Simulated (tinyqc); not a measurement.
Composition profile: interdiffusion in a binary couple: Darken equations, Kirkendall shift and Boltzmann-Matano analysis. Computed by tinyqc, a small Python program. Command: `OMP_NUM_THREADS=1 python tinyqc.py 3014088 3014089 out.jsonl darken walk`. One thread of a shared host (Intel(R) Xeon(R) Processor @ 2.30GHz), about 0.04 s of CPU time with the checks.

x is the mole fraction of B; the molar volume is constant, and the two halves are long enough to count as infinite.

Inputs (values chosen for the exercise, for a model alloy A-B):
```
quantity                        value   unit
tracer diffusivity D*_A(0)    8.6e-14  m^2/s
tracer diffusivity D*_B(0)    2.2e-13  m^2/s
slope k of ln D* with x           1.5      -
regular-solution parameter W   -0.088     eV
temperature T                     978      K
left composition x_L            0.025      -
right composition x_R            0.38      -
time t                           4600      s
```

Vacancy-wind correction: Manning, fcc.

Constants: k_B = 8.617333262e-05 eV/K.

Method:
- D*_i(x) = D*_i(0) exp(k x); thermodynamic factor Phi = 1 - 2 W x (1 - x)/(k_B T); with f0 = 0.7815, M0 = 2 f0/(1 - f0), den = M0 ((1 - x) D*_A + x D*_B): D_A = D*_A Phi [1 + 2 (1 - x)(D*_A - D*_B)/den], D_B = D*_B Phi [1 - 2 x (D*_A - D*_B)/den]; interdiffusion D~ = x D_A + (1 - x) D_B.
- With lambda = z/sqrt(t), the profile solves d/dlambda (D~ dx/dlambda) + (lambda/2) dx/dlambda = 0 with x = x_L and x_R far to the left and right; z = 0 is the original interface. It is solved as a boundary-value problem in y = lambda/sqrt(D~ at the mean composition) on -12 < y < 12 (collocation, tolerance 1e-8).
- The last column is the error-function profile for a constant D~ taken at the mean composition.

D~ at the mean composition = 3.6243e-13 m^2/s

Profile at time t:
```
y      z (um)        x  dx/dz (1/um)  x for constant D~
-3.0  -122.49  0.02758     0.0001607            0.03102
-2.0   -81.66  0.04738     0.0009689            0.05292
-1.5   -61.25  0.07405     0.0016507            0.07627
-1.0   -40.83  0.11402     0.0022238            0.11011
-0.5   -20.42  0.16263     0.0024782            0.15345
0.0      0.00  0.21293     0.0024014            0.20250
0.5     20.42  0.25913     0.0020958            0.25155
1.0     40.83  0.29775     0.0016779            0.29489
1.5     61.25  0.32751     0.0012406            0.32873
2.0     81.66  0.34871     0.0008475            0.35208
3.0    122.49  0.37110     0.0003082            0.37398
```

What does the comparison show, and why?

At the original interface x = 0.2129, against the mean 0.2025. D~ is 1.97 times as large at x_R as at x_L, so the profile is flatter and reaches further on the right.
